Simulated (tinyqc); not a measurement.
Short-channel transistor, virtual-source model with series resistance: two steps of the calculation.

The current per gate width is the charge at the top of the source barrier (the virtual source) times its velocity times a saturation function; al and be are fitting constants of the model. Units: I in uA/um, Rs in ohm um, so I Rs = 1e-6 I Rs in volts; Q in uC/cm^2, so I = 1e-4 Q vx0 Fsat with vx0 in cm/s.

Inputs (values chosen for the exercise): temperature T = 250 K; inversion capacitance Cinv = 2.65 uF/cm^2; velocity at the virtual source vx0 = 8.07e6 cm/s; apparent mobility mu = 1100 cm^2/(V s); channel length L = 45 nm; threshold at zero drain voltage VT0 = 0.48 V; drain-induced barrier lowering dl = 0.034 V/V; subthreshold factor n0 = 1.5; growth of n with drain voltage nd = 0.2 1/V; threshold shift (in units of Vt) from weak to strong inversion al = 3.5; sharpness of saturation be = 1.8; series resistance of each contact Rs = 90 ohm um; gate voltage Vgs = 0.75 V; drain voltage Vds = 0.38 V.

Constants: q = 1.602176634e-19 C, kB = 1.380649e-23 J/K, Vt = kB T/q. Results are converted to the units shown.

Task 1. Current through the series resistance. Intrinsic voltages Vg' = Vgs - I Rs, Vd' = Vds - 2 I Rs. n = n0 + nd Vd', VT = VT0 - dl Vd', Ff = 1/(1 + exp((Vg' - VT + al Vt/2)/(al Vt))), Q = Cinv n Vt ln(1 + exp((Vg' - VT + al Vt Ff)/(n Vt))), Vdsat = (vx0 L/mu)(1 - Ff) + Vt Ff, Fsat = u/(1 + u^be)^(1/be) with u = Vd'/Vdsat, and I(out) = Q vx0 Fsat per width. (Fsat takes the sign of u.) I(new) = I(out).

I after iteration 1 = 603.24212 uA/um

Find: Vg'; Vd'; VT; Ff; Q; Vdsat; Fsat; I(out); I after iteration 2.

Result 1.

Vg' = 0.69571 V
Vd' = 0.27142 V
VT = 0.47077 V
Ff = 0.029795
Q = 0.60214 uC/cm^2
Vdsat = 0.032672 V
Fsat = 0.98791
I(out) = 480.05 uA/um
I after iteration 2 = 480.05 uA/um

Task 2. What the series resistance costs. n = n0 + nd Vd', VT = VT0 - dl Vd', Ff = 1/(1 + exp((Vg' - VT + al Vt/2)/(al Vt))), Q = Cinv n Vt ln(1 + exp((Vg' - VT + al Vt Ff)/(n Vt))), Vdsat = (vx0 L/mu)(1 - Ff) + Vt Ff, Fsat = u/(1 + u^be)^(1/be) with u = Vd'/Vdsat, and I = Q vx0 Fsat per width. I0 is the current for Rs = 0. Effective velocity I/Q; transit time L Q/I.

converged I = 500.90739 uA/um
I0 = 603.24212 uA/um

Find: loss against I0; effective velocity; transit time.

Result 2.

loss against I0 = 16.964 %
effective velocity = 7.9830e6 cm/s
transit time = 0.56370 ps

The carriers leave the virtual source at 98.9 % of vx0: the device is in saturation.

tinyqc, about 0.01 s, one thread, Intel Xeon 2.30GHz (shared host): `OMP_NUM_THREADS=1 python tinyqc.py 2380164 2380165 out.jsonl`
